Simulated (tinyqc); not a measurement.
# Long-channel MOSFET, surface-potential model, step by step

Computed by the program tinyqc: `OMP_NUM_THREADS=1 python tinyqc.py 2360114 2360115 out.jsonl`, one thread of a shared Intel Xeon 2.30GHz, about 0.06 s for the whole run. Printed values are rounded.

n-channel transistor on a uniformly doped p-type body, gradual-channel approximation, constant mobility, Boltzmann statistics, full ionisation. Potentials are counted from the neutral body; V is the electron quasi-Fermi potential, Vsb at the source and Vsb + Vds at the drain. Charges are magnitudes per area.

Parameters, values chosen for the exercise; material values those of a made-up semiconductor:

| symbol | value | unit | meaning |
|---|---|---|---|
| T | 400 | K | temperature |
| Eg | 1.31 | eV | band gap |
| eps_r | 14.7 |  | relative permittivity of the semiconductor |
| Nc | 5.47e19 | cm^-3 | conduction-band density of states at T |
| Nv | 4.08e19 | cm^-3 | valence-band density of states at T |
| Na | 9.4e15 | cm^-3 | acceptor density of the body |
| eox | 23.9 |  | relative permittivity of the gate insulator |
| tox | 150 | nm | insulator thickness |
| Vfb | -0.88 | V | flat-band voltage |
| mu | 240 | cm^2/(V s) | channel mobility |
| W | 2 | um | gate width |
| L | 5 | um | gate length |
| Vsb | 0.3 | V | source-body reverse bias |
| Vgs | 1.48 | V | gate-source voltage |
| Vds | 1.2 | V | drain-source voltage |

Constants: q = 1.602176634e-19 C, kB = 1.380649e-23 J/K, Vt = kB T/q, eps0 = 8.8541878128e-14 F/cm where lengths are in cm. Results are converted to the units shown.

## Body potential, insulator capacitance and body factor

ni = sqrt(Nc Nv) exp(-Eg/(2 Vt)), Eg in volts; phiF = Vt ln(Na/ni); Cox = eps0 eox/tox; gamma = sqrt(2 q eps0 eps_r Na)/Cox. VT = Vfb + 2 phiF + gamma sqrt(2 phiF + Vsb), m = 1 + gamma/(2 sqrt(2 phiF + Vsb)).

ni = 2.640505e11 cm^-3
phiF = 0.3612414 V
Cox = 0.1410767 uF/cm^2
gamma = 0.4438250 V^0.5
VT = 0.2912692 V
m = 1.219459

## Iteration 1: surface potential at the source by Newton steps

psi at the start (the smaller of 2 phiF + Vsb + 4 Vt and the root without inversion charge) = 1.160360 V

With V = Vsb: G = psi - Vt + Vt e, e = exp((psi - 2 phiF - Vsb)/Vt); f = Vgs + Vsb - Vfb - psi - gamma sqrt(G); f' = -1 - gamma (1 + e)/(2 sqrt(G)); psi(new) = psi - f/f'.

G = 3.007849 V
f = 0.7299075 V
f' = -8.113991
psi after iteration 1 = 1.250317 V

## Iteration 2: surface potential at the source by Newton steps

As before.

G = 26.80253 V
f = -0.8880504 V
f' = -32.86102
psi after iteration 2 = 1.223292 V

## Course of the iteration: surface potential at the source by Newton steps

Stop when psi changes by less than 1e-10 V, or after 40 iterations.

Course of the iteration:

| iteration | psi (V) | \|change\| (V) |
|---|---|---|
| 1 | 1.250317 | 0.0900 |
| 2 | 1.223292 | 0.0270 |
| 3 | 1.216229 | 7.06e-3 |
| 4 | 1.215826 | 4.03e-4 |
| 5 | 1.215825 | 1.24e-6 |
| 6 | 1.215825 | 1.16e-11 |

Converged in 6 iterations. At the end the number of correct digits about doubles with each step.

## Charges and current of the charge-sheet model

psi_0 = 1.215825 V
psi_L = 2.032607 V

psi_0 and psi_L solve Vgs + Vsb - Vfb - psi = gamma sqrt(G) at V = Vsb and Vsb + Vds. Qi = Cox gamma [sqrt(G) - sqrt(psi - Vt)], G = psi - Vt + Vt exp((psi - 2 phiF - V)/Vt), at both ends. With U = Vgs + Vsb - Vfb: drift = mu (W/L) Cox [U (psi_L - psi_0) - (psi_L^2 - psi_0^2)/2 - (2/3) gamma ((psi_L - Vt)^1.5 - (psi_0 - Vt)^1.5)]; diffusion = mu (W/L) Vt (Qi0 - QiL).

Qi0 = 135.6849 nC/cm^2
QiL = 0.003093292 nC/cm^2
drift current = 5.284803 uA
diffusion current = 0.4489787 uA
drain current = 5.733782 uA

Drift carries 92.2 % of the current. The drain end is pinched off: its charge is under 1 % of that at the source.

## Inversion charge along the channel

| point | V (V) |
|---|---|
| 0 | 0.3 |
| 1 | 0.5 |
| 2 | 0.7 |
| 3 | 0.9 |
| 4 | 1.1 |
| 5 | 1.3 |
| 6 | 1.5 |

The surface potential psi at channel potential V solves Vgs + Vsb - Vfb - psi = gamma sqrt(G), G = psi - Vt + Vt exp((psi - 2 phiF - V)/Vt). Charge sheet: Qi = Cox gamma [sqrt(G) - sqrt(psi - Vt)]. Pao-Sah: Qi = (Cox gamma/2) integral from 3 Vt to psi of exp((u - 2 phiF - V)/Vt)/sqrt(G(u, V)) du.

| point | psi (V) | Qi, charge sheet (nC/cm^2) | Qi, Pao-Sah (nC/cm^2) |
|---|---|---|---|
| 0 | 1.215825 | 135.6849 | 137.1364 |
| 1 | 1.403826 | 103.9470 | 104.9818 |
| 2 | 1.588625 | 73.08858 | 73.77936 |
| 3 | 1.767444 | 43.49302 | 43.88974 |
| 4 | 1.930951 | 16.62519 | 16.77365 |
| 5 | 2.027272 | 0.8740430 | 0.8817884 |
| 6 | 2.032607 | 0.003093292 | 0.003120695 |

At the source the charge-sheet charge is 1.1 % below the Pao-Sah one.

## Pao-Sah current by Simpson's rule

I = mu (W/L) integral of Qi dV; Simpson's rule on the 7 points, step Vds/6, weights 1, 4, 2, ..., 4, 1 times step/3.

Pao-Sah current = 5.870456 uA

Gauss-Legendre quadrature on many points gives 5.879 uA, so this value is 0.14 % below it; the charge-sheet current, 5.734 uA, is 2.5 % below it.
